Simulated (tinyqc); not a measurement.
G0W0 on RHF in the 6-31g basis, for H2, spin multiplicity 1, step by step. One step of it, computed by the program tinyqc.

Task: Screening: direct RPA. With D = e_a - e_i and K = (ia|jb): diagonalise D^(1/2) (D + 4K) D^(1/2) = Z w^2 Z^T; X + Y = D^(1/2) Z w^(-1/2), each column of Z with its largest component positive (the first on a tie); E_c = (sum w - tr (D + 2K)) / 2.

orbital energies (hartree): MO1 -0.608580, MO2 0.249335, MO3 0.755217, MO4 1.461813

Two-electron integrals over orbitals (pq|rs), unique and non-zero (hartree):
```
p,q,r,s,(pq|rs)
1,1,1,1,0.665962
2,1,2,1,0.075520
2,2,1,1,0.432223
2,2,2,2,0.383718
3,1,1,1,0.172612
3,1,2,2,0.047026
3,1,3,1,0.111397
3,2,2,1,-0.022693
3,2,3,2,0.037173
3,3,1,1,0.536300
3,3,2,2,0.378584
3,3,3,1,0.119488
3,3,3,3,0.462153
4,1,2,1,-0.078338
4,1,3,2,-0.017118
4,1,4,1,0.142020
4,2,1,1,-0.143377
4,2,2,2,-0.052048
4,2,3,1,-0.071161
4,2,3,3,-0.094745
4,2,4,2,0.064601
4,3,2,1,-0.077205
4,3,3,2,0.001322
4,3,4,1,0.121434
4,3,4,3,0.119833
4,4,1,1,0.680377
4,4,2,2,0.440876
4,4,3,1,0.206164
4,4,3,3,0.555147
4,4,4,2,-0.167174
4,4,4,4,0.759784
```

Give: D^(1/2) (D + 4K) D^(1/2); excitation energies w; X + Y; RPA correlation energy.

Result:

D^(1/2) (D + 4K) D^(1/2) (hartree^2):
```
,1>2,1>3,1>4
1>2,0.9952,0.0000,-0.4176
1>3,0.0000,2.4676,0.0000
1>4,-0.4176,0.0000,5.4627
```

excitation energies w (hartree): 0.9780  1.5709  2.3455

X + Y:
```
,1,2,3
1>2,0.9326,0.0000,-0.0558
1>3,0.0000,0.9318,0.0000
1>4,0.1343,0.0000,0.9355
```

RPA correlation energy = -0.027806 hartree
